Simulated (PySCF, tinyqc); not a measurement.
FCI on RHF in the 6-31g basis, for H2, spin multiplicity 1, step by step. The lowest restricted solution is unstable here: a spin-polarised one lies 0.0029 hartree lower (PySCF). One step of it, computed by the program tinyqc.

Problem. Iteration 6 (converged): orbitals. Diagonalise F' = X^T F X, C = X C', fill 1 alpha and 1 beta electrons from the bottom; D = 2 C_occ C_occ^T. Each column has its largest component positive (the first on a tie).

converged F (hartree), order 1H 1s, 1H 2s, 2H 1s, 2H 2s:
```
[[0.149967, -0.373372, -0.282956, -0.332329],
 [-0.373372, -0.270065, -0.332329, -0.322727],
 [-0.282956, -0.332329, 0.149967, -0.373372],
 [-0.332329, -0.322727, -0.373372, -0.270065]]
```

X, order 1H 1s, 1H 2s, 2H 1s, 2H 2s:
```
[[1.253734, -0.501050, 0.018206, 0.023506],
 [-0.501050, 1.500104, 0.023506, -0.481162],
 [0.018206, 0.023506, 1.253734, -0.501050],
 [0.023506, -0.481162, -0.501050, 1.500104]]
```

Give: F' = X^T F X; orbital energies; coefficients C; D after iteration 6.

Solution.

F' = X^T F X (hartree):
```
[[0.6178, -0.5767, -0.1108, -0.1296],
 [-0.5767, 0.2261, -0.1296, -0.1851],
 [-0.1108, -0.1296, 0.6178, -0.5767],
 [-0.1296, -0.1851, -0.5767, 0.2261]]
```

orbital energies (hartree): [-0.4698, 0.0955, 1.0177, 1.0443]

coefficients C, order 1H 1s, 1H 2s, 2H 1s, 2H 2s:
```
[[0.2534, 0.2010, 0.9267, -0.9276],
 [0.3860, 0.9304, -0.6958, 1.1111],
 [0.2534, -0.2010, 0.9267, 0.9276],
 [0.3860, -0.9304, -0.6958, -1.1111]]
```

D after iteration 6, order 1H 1s, 1H 2s, 2H 1s, 2H 2s:
```
[[0.1284, 0.1956, 0.1284, 0.1956],
 [0.1956, 0.2979, 0.1956, 0.2979],
 [0.1284, 0.1956, 0.1284, 0.1956],
 [0.1956, 0.2979, 0.1956, 0.2979]]
```
